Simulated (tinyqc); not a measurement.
# From junction depth x_j back to drive-in time t2

Model: two-step dopant diffusion (predeposition and drive-in) with a constant diffusivity. Computed by tinyqc, a small Python program. Command: `OMP_NUM_THREADS=1 python tinyqc.py 3027833 3027834 out.jsonl dopdiff inv`. One thread of a shared host (Intel(R) Xeon(R) Processor @ 2.30GHz), about 0.05 s of CPU time with the checks.

Fick diffusion into a half space x > 0 whose background doping C_B is of the opposite type, so that a junction lies where C = C_B.

Inputs (values chosen for the exercise, modelled on phosphorus in silicon): prefactor D0 = 5.56 cm^2/s; activation energy E = 3.64 eV; surface concentration C_s = 5.2e+19 1/cm^3; background doping C_B = 3.1e+16 1/cm^3; predeposition temperature T1 = 975 C; predeposition time t1 = 20 min; drive-in temperature T2 = 1125 C.

Furnace ramps of the drive-in: none.

Constants: k_B = 8.617333262e-05 eV/K.

Method:
- D = D0 exp(-E/(k_B T)).
- Temperatures in kelvin are T(C) + 273.15.
- Times in seconds are 60 times the minutes.
- (Dt)2 = D2 t2, t2 in seconds.
- C = C_s erfc(x/(2 sqrt(D1 t1))); dose Q = 2 C_s sqrt(D1 t1/pi); the junction solves erfc(z) = C_B/C_s with x_j = 2 z sqrt(D1 t1).
- With a sealed surface and a thin source, C = Q/sqrt(pi (Dt)2) exp(-x^2/(4 (Dt)2)); x_j = 2 sqrt((Dt)2 ln(C(0)/C_B)); gradient at the junction |dC/dx| = C_B x_j/(2 (Dt)2).

Problem. A run gave the result below. Find the drive-in time t2, known to lie between 430 and 750 min.

junction depth x_j = 4.152027 um

Solution.

Each step takes the trial c = (a f_b - b f_a)/(f_b - f_a), f being the result less the target and a, b, c the logarithms of the listed values; c replaces end b, the old b replaces a if the sign of f changed, and otherwise f_a is halved.

Scan of the range:
```
drive-in time t2 (min)  junction depth x_j (um)
430                                     3.96818
472                                     4.13065
518                                     4.29904
568                                     4.47227
623                                     4.65264
684                                     4.84188
750                                     5.03556
```

False position (Illinois rule, in the logarithm of the input) inside the bracket:
```
step    end a    end b    trial  junction depth x_j (um)
1     472.000  518.000  477.606                  4.15168
2     518.000  477.606  477.698                  4.15202
3     518.000  477.698  477.701                  4.15203
4     477.698  477.701  477.700                  4.15203
```

Junction depth x_j rises at every point of a 13-point scan of the range (every second point is shown), so one value fits; it is bracketed by 472 and 518. Answer: drive-in time t2 = 477.7 min.

Caution: C_s exceeds the intrinsic carrier density of silicon at the predeposition temperature (2e18 to 1e19 per cm^3), where real diffusivities rise with concentration and profiles turn box-like.
